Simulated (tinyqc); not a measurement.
Tight-binding t2g bands of a cubic perovskite: one step. Levels and orbital weights. The numbers come from values chosen for the exercise (of the size met in SrTiO3 and KTaO3).

H(k) (eV), lower triangle (Hermitian):
```
            yz+         zx+        xy+        yz-       zx-       xy-
yz+    0.158164
zx+  -0.080333i    0.176189
xy+           0           0   0.218355
yz-           0           0   0.080333   0.158164
zx-           0           0  0.080333i  0.080333i  0.176189
xy-   -0.080333  -0.080333i          0          0         0  0.218355
```

Task: Diagonalise; the levels are twofold; weights summed over spin and averaged over the pair.

Give: levels; weights.

Result:

levels (eV): 0.0856  0.1195  0.3476

weights:
```
    pair 1  pair 2  pair 3
yz   0.628   0.109   0.263
zx   0.358   0.340   0.302
xy   0.014   0.551   0.435
```

The lowest pair is 63 % yz.

tinyqc: `OMP_NUM_THREADS=1 python tinyqc.py 1450043 1450044 out.jsonl`; about 0.01 s, one thread, shared Intel(R) Xeon(R) Processor @ 2.30GHz.
